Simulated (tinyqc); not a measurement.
Stretching all distances: RHF, UHF, MP2, CISD and CCSD against full CI in the 6-311g basis, for H2, spin multiplicity 1. Computed by the program tinyqc with PySCF. 

Geometry (angstrom):

| atom | x | y | z |
|---|---|---|---|
| H | 0.0000 | 0.0000 | 0.0000 |
| H | 0.0000 | 0.0000 | 0.6760 |

All coordinates are multiplied by the scale. c0^2 is the weight of the RHF determinant in the lowest singlet FCI state (UHF is spin-contaminated and may lie near states of higher spin) and n(LUMO) the first natural occupation beyond the occupied space.

Full CI energy (hartree) and errors against it (kcal/mol):

| scale | distance 1-2 (angstrom) | E(FCI) | RHF | UHF | MP2 | CISD | CCSD | <S^2> UHF | c0^2 | n(LUMO) |
|---|---|---|---|---|---|---|---|---|---|---|
| 0.960 | 0.649 | -1.14607 | 14.997 | 14.997 | 4.161 | 0.000 | 0.000 | 0.000 | 0.988 | 0.019 |
| 1.200 | 0.811 | -1.15124 | 16.974 | 16.974 | 5.358 | 0.000 | 0.000 | 0.000 | 0.982 | 0.031 |
| 1.430 | 0.967 | -1.13427 | 19.776 | 19.776 | 7.030 | 0.000 | 0.000 | 0.000 | 0.973 | 0.050 |
| 1.670 | 1.129 | -1.10984 | 23.645 | 23.645 | 9.360 | 0.000 | 0.000 | 0.000 | 0.959 | 0.078 |
| 1.900 | 1.284 | -1.08615 | 28.248 | 26.544 | 12.193 | 0.000 | 0.000 | 0.249 | 0.939 | 0.116 |
| 2.140 | 1.447 | -1.06402 | 33.983 | 24.197 | 15.802 | 0.000 | 0.000 | 0.532 | 0.912 | 0.170 |
| 2.380 | 1.609 | -1.04572 | 40.634 | 19.478 | 20.041 | 0.000 | 0.000 | 0.707 | 0.876 | 0.239 |
| 2.610 | 1.764 | -1.03200 | 47.766 | 14.692 | 24.575 | 0.000 | 0.000 | 0.813 | 0.835 | 0.317 |
| 2.850 | 1.927 | -1.02135 | 55.809 | 10.357 | 29.576 | 0.000 | 0.000 | 0.883 | 0.788 | 0.406 |

UHF parts from RHF first at scale 1.9 of those listed, where <S^2> leaves zero. The weight c0^2 goes from 0.99 to 0.79 and n(LUMO) from 0.02 to 0.41: static correlation grows as the bonds break into open-shell fragments. The spread of the error along the curve, which distorts its shape, is CISD 0.0, CCSD 0.0, UHF 16.2, MP2 25.4, RHF 40.8 kcal/mol. With two electrons CISD and CCSD are exact.
